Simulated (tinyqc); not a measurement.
What each parameter does: polytypes by hexagonality, and a cubic inclusion as a quantum well.

Gap: E3 + (E2 - E3) h. Valence top Ev2 h and polarisation P2 h, both counted from 3C; Ec = Ev + gap.

A cubic inclusion of width L = N d in the host (h = 1) is a well of depth V = Ec(host) - Ec(3C). Square well with mass mismatch: k tan(k L/2) = (m_w/m_b) q, k = sqrt(m_w E/c), q = sqrt(m_b (V - E)/c), c = hbar^2/2m0, lowest root. The depth of the level, V - E, is its binding, and the transition to the valence top of the host is gap(host) - (V - E). The step in polarisation gives a field |F| = |P|/(eps eps0) in a thin inclusion, eps0 = 8.8541878e-12 F/m.

Constants: hbar^2/2m0 = 3.80998211 eV angstrom^2.

Parameters, chosen for this exercise (of the order of those of GaN; shifted at random, so the results belong to these values and not to a real crystal): E3 = 3.311 eV (gap of the cubic polytype); E2 = 3.469 eV (gap of 2H); Ev2 = 0.069 eV (valence top of 2H above that of 3C); P2 = -0.0154 C/m^2 (spontaneous polarisation of 2H); m = (0.207, 0.198) m0 (electron mass along c in the cubic layer and in the host); d = 2.587 angstrom (thickness of a double layer); eps = 9.2 (dielectric constant); N = 5 (double layers in the cubic inclusion).

Well depth, depth of the level, transition without the field and field.

One parameter was then changed.

Results before and after:
```
case     V (eV)  depth (eV)  transition (eV)  |F| (MV/cm)
base     0.2270      0.0697           3.3993        1.891
changed  0.2270      0.0697           3.3993        2.455
```

Which of these changes was made? (a) Ev2 = 0.099 eV; (b) P2 = -0.02 C/m^2; (c) E3 = 3.291 eV; (d) E2 = 3.499 eV; (e) m = (0.248, 0.198) m0; (f) eps = 10.2; (g) N = 6.

Answer: (b) P2 = -0.02 C/m^2. Of the candidates, run in turn, only this one gives the changed row.

All candidates:
```
case                   V (eV)  depth (eV)  transition (eV)  |F| (MV/cm)
base                   0.2270      0.0697           3.3993        1.891
N = 6                  0.2270      0.0868           3.3822        1.891
Ev2 = 0.099 eV         0.2570      0.0853           3.3837        1.891
E3 = 3.291 eV          0.2470      0.0800           3.3890        1.891
E2 = 3.499 eV          0.2570      0.0853           3.4137        1.891
P2 = -0.02 C/m^2       0.2270      0.0697           3.3993        2.455
eps = 10.2             0.2270      0.0697           3.3993        1.705
m = (0.248, 0.198) m0  0.2270      0.0717           3.3973        1.891
```

Run: tinyqc, `OMP_NUM_THREADS=1 python tinyqc.py 1850243 1850244 out.jsonl`; Intel(R) Xeon(R) Processor @ 2.30GHz, one thread, shared host; about 0.06 s of CPU time with all checks.
